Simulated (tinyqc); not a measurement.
Hole mobility in a silicon inversion layer, empirical terms and Matthiessen rule: course of the iteration: inversion density for the measured current.

Inversion layer of sheet density Ns on a uniformly doped body, under a high-permittivity gate with an interlayer. The mobility terms are empirical power laws with prefactors chosen for the exercise; adding their inverses (Matthiessen) is itself an approximation.

I = (W/L) q Ns mu Vd. E = q (Ndep + eta Ns)/(eps0 eps_r) in MV/cm. With t = T/(300 K): muC = Ac (Ns/1e12 cm^-2) t/(Nb/1e17 cm^-3 + Nit/1e11 cm^-2), muP = Ap E^(-1/3) t^(-1.75), muS = As E^(-gs), muR = Ar exp(2 ti/lr)/t; 1/mu is the sum of the inverses. Ns(new) = I/((W/L) q mu Vd).

Stop when Ns changes by less than 1e5 cm^-2, or after 120 iterations.

Values chosen for this exercise; material values close to those of silicon: temperature T = 325 K; relative permittivity of the semiconductor eps_r = 11.8; body doping Nb = 1.1e17 cm^-3; weight of the inversion charge in the effective field eta = 0.3333; phonon-limited mobility at 1 MV/cm and 300 K Ap = 138 cm^2/(V s); roughness-limited mobility at 1 MV/cm As = 458 cm^2/(V s); exponent of the roughness term gs = 1.3; Coulomb prefactor Ac = 1600 cm^2/(V s); charge at the interface Nit = 4.9e11 cm^-2; remote-phonon mobility without interlayer Ar = 250 cm^2/(V s); interlayer thickness ti = 0.4 nm; decay length of remote phonons lr = 0.8 nm; ratio W/L WL = 1; drain voltage Vd = 0.01 V; measured linear current I = 0.787 uA.

Constants: q = 1.602176634e-19 C, eps0 = 8.8541878128e-14 F/cm where lengths are in cm. Results are converted to the units shown.

Ns at the start = 3.4e12 cm^-2
Ndep = 1.61804e12 cm^-2

Course of the iteration:
```
iteration	Ns (cm^-2)	|change| (cm^-2)
1	4.70350e12	1.30e12
2	4.79206e12	8.86e10
3	4.80041e12	8.35e9
4	4.80121e12	7.97e8
5	4.80128e12	7.62e7
6	4.80129e12	7.28e6
7	4.80129e12	6.96e5
8	4.80129e12	6.66e4
```

Did this iteration meet its convergence test, and what does its course show?

Yes. Converged in 8 iterations. At the end each change is about 0.096 times the one before: linear convergence.

Program tinyqc, `OMP_NUM_THREADS=1 python tinyqc.py 2510113 2510114 out.jsonl`; Intel Xeon 2.30GHz, shared host, one thread, about 0.01 s.
